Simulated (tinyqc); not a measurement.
MOS capacitor on a p-type substrate, surface potential from the exact charge relation: one step of the calculation.

Uniform p-type substrate, Boltzmann statistics, full ionisation, classical densities. psi is the surface potential against the body (positive when the bands bend down) and u = psi/Vt. Traps are spread evenly over the gap and neutral at flat band, so their charge is -q Dit psi; the minority quasi-Fermi level is shifted by Vb.

Problem. Newton step for the surface potential. u = psi/Vt; F^2 = exp(-u) + u - 1 + r (exp(u) - u - 1); Qs = -sign(u) Q0 F; Cs = -dQs/dpsi = (Q0/Vt) |1 - exp(-u) + r (exp(u) - 1)|/(2 F). f = Vfb + psi + (q Dit psi - Qs)/Cox - Vg, f' = 1 + (Cs + q Dit)/Cox, psi(new) = psi - f/f'.

Values chosen for this exercise; band and dielectric values close to those of In0.53Ga0.47As: temperature T = 300 K; density of interface traps Dit = 0 cm^-2 eV^-1; gate voltage against the body Vg = -0.45 V.

Constants: q = 1.602176634e-19 C, kB = 1.380649e-23 J/K, Vt = kB T/q. Results are converted to the units shown.

psi at the start = -0.10340800 V
Cox = 0.26562563 uF/cm^2
Vfb = -0.16868404 V
Q0 = 106.28011 nC/cm^2
r = 3.0544734e-13

Wanted: u; F; Qs; Cs; f; f'; psi after iteration 1.

Solution.

u = -4.000
F = 7.043
Qs = 748.5 nC/cm^2
Cs = 15.64 uF/cm^2
f = -2.640 V
f' = 59.89
psi after iteration 1 = -0.05933 V

Computed by the program tinyqc: `OMP_NUM_THREADS=1 python tinyqc.py 2060058 2060059 out.jsonl`, one thread of a shared Intel Xeon 2.30GHz, about 0.01 s for the whole run.
